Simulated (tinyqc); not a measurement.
Convergence with the size of the ring: vibrations of a mass or spring defect in a linear chain. Computed by tinyqc, a small Python program. Command: `OMP_NUM_THREADS=1 python tinyqc.py 3009146 3009147 out.jsonl localmode walk`. One thread of a shared host (Intel(R) Xeon(R) Processor @ 2.30GHz), about 0.01 s of CPU time with the checks.

A ring of N atoms with nearest-neighbour springs k and motion along the chain. Atom 1 is the defect, of mass M', and its two springs are k'. Odd sites are A (the defect replaces an A atom), even sites B.

Inputs (values chosen for the exercise, for a model chain):
```
quantity                         value           unit
spring constant k                 5.87  eV/angstrom^2
mass M_A                          83.8              u
mass M_B                           319              u
defect mass M'                    24.5              u
spring ratio k'/k at the defect      1              -
```

Host: diatomic.

Constants: nu for 1 eV/(angstrom^2 u) = 15.6333042 THz.

Method:
- Host bands: lambda from 0 to 2k/M(heavy) and from 2k/M(light) to 2k (1/M_A + 1/M_B).
- nu = 15.6333042 THz x sqrt(lambda), lambda in eV/(angstrom^2 u).
- D_ii = (sum of the two springs at i)/M_i, D_ij = -k_ij/sqrt(M_i M_j) for neighbours, closed into a ring.
- The same matrix for 120 atoms; amplitudes are the mass-weighted eigenvector, in size, relative to the defect, for the highest mode; its weight is the squared component of the normalised eigenvector on the defect.

band edges (THz): 0.00000  2.99909  5.85144  6.57525

ratio to the top of the host band = 1.67858

highest frequency, long ring = 11.0371 THz

weight of the highest mode on the defect = 0.959264

Highest mode:
```
N    frequency (THz)  weight on the defect  modes outside the bands
4             11.039               0.95829                        1
6             11.037               0.95925                        1
8             11.037               0.95926                        1
12            11.037               0.95926                        1
20            11.037               0.95926                        1
40            11.037               0.95926                        1
80            11.037               0.95926                        1
120           11.037               0.95926                        1
```

What follows from these numbers?

The local mode is within 0.01 % of its final value from N = 6 on, and its weight on the defect settles at 0.959: a bound mode needs only a cell larger than its decay length.

Extremes, crossings and ranges named in words are read from the listed rows.
